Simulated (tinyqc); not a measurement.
Switching kinetics of a ferroelectric film and the memory window of a ferroelectric gate stack: one step, computed by the program tinyqc. Command: `OMP_NUM_THREADS=1 python tinyqc.py 3004602 3004603 out.jsonl feswitch walk`. One thread of a shared host (Intel(R) Xeon(R) Processor @ 2.30GHz), about 0.02 s of CPU time with the checks.

Fields in MV/cm; 1 microcoulomb/cm^2 over eps_0 is 11.29409 MV/cm. In the stack (metal, ferroelectric, interlayer, channel) the channel is taken as a conductor.

Problem. Fields in the stack. Series stack: V = E_F t_F + E_I t_I and eps_I E_I = eps_F E_F + (1 - s) P/eps_0. Before switching P = -P_r, after it P = +P_s; in retention V = 0 and P = +P_r.

Inputs (values chosen for the exercise, for a model film): saturation polarisation P_s = 30 microcoulomb/cm^2; ratio P_r/P_s = 0.84; coercive field E_c = 1.3 MV/cm; permittivity of the ferroelectric eps_F = 24; thickness t_F = 24 nm; permittivity of the interlayer eps_I = 7.5; interlayer thickness t_I = 1.9 nm; share s of P screened by trapped charge = 0.81; pulse height V = 6.6 V.

Give: E_F before switching; E_F after switching; E_I after switching; depolarising field in retention; depolarising field over E_c.

Solution.

E_F before switching = 2.650 MV/cm

E_F after switching = 1.652 MV/cm

E_I after switching = 13.87 MV/cm

depolarising field in retention = 0.4554 MV/cm

depolarising field over E_c = 0.3503
